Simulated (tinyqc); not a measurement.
What moves the results: Fermi-Dirac statistics of conduction electrons. A value that a table varies takes the place of the one given here.

Non-parabolic band E (1 + alpha E) = c k^2/m: n = Nc (2/sqrt(pi)) integral_0^infinity sqrt(x (1 + a x)) (1 + 2 a x) dx/(1 + exp(x - eta)) with a = alpha kT and eta = (EF - Ec)/kT; a = 0 gives n = Nc F_1/2(eta).

Constants: hbar^2/2m0 = 3.80998211 eV angstrom^2; kB = 8.617333262e-05 eV/K.

Values chosen for the exercise (near those of InAs, lowest valleys alone; the results hold for these values, not for the real material): m = 0.026 m0 (density-of-states mass of the conduction band); T = 77 K; alpha = 2.33 1/eV (non-parabolicity); n = 1.1e+15 1/cm^3 (electron density).

## Parabolic against non-parabolic filling

N = 2 (m kB T/(4 pi c))^(3/2) with c = hbar^2/2m0, in 1/angstrom^3; times 1e24 for 1/cm^3. k_F = (3 pi^2 n)^(1/3) and the energy E0 that solves E (1 + alpha E) = c k_F^2/m give the limit of zero temperature.

EF - Ec (meV):
```
n (1/cm^3)  parabolic  non-parabolic  non-parabolic, 0 K
1.0e+15         -17.2          -17.6                 1.4
5.0e+15          -5.8           -6.3                 4.1
2.0e+16           5.9            5.2                10.1
7.0e+16          22.1           20.4                22.6
2.0e+17          47.2           42.3                43.5
7.0e+17         110.2           90.5                91.2
```

Non-parabolicity lowers EF by 0.4 meV at the lowest density and by 19.8 meV at the highest, where alpha (EF - Ec) = 0.21. Temperature lowers EF below its 0 K value by 19.0 meV at the lowest density and by 0.7 meV at the highest. EF enters the band between 5e+15 and 2e+16 1/cm^3.

## What moves the Fermi level

N = 2 (m kB T/(4 pi c))^(3/2) with c = hbar^2/2m0, in 1/angstrom^3; times 1e24 for 1/cm^3. Each row changes one parameter from the base and keeps the others.

Results:
```
case                parabolic EF - Ec (meV)  non-parabolic EF - Ec (meV)
base                                 -16.54                       -16.93
m = 0.0286 m0                        -17.51                       -17.90
T = 52 K                              -8.43                        -8.61
n = 2.2e+15 1/cm^3                   -11.75                       -12.16
alpha = 3.495 1/eV                   -16.54                       -17.12
```

The largest shifts from the base row, up to three for each result and ties (the steps differ in size, so this ranks the rows, not the parameters). parabolic EF - Ec (meV): T +8.11, n +4.79, m -0.97; unchanged at the printed digits by alpha. non-parabolic EF - Ec (meV): T +8.32, n +4.77, m -0.97.

(tinyqc, `OMP_NUM_THREADS=1 python tinyqc.py 1650298 1650299 out.jsonl`, Intel(R) Xeon(R) Processor @ 2.30GHz, 1 thread, shared host, about 0.01 s.)
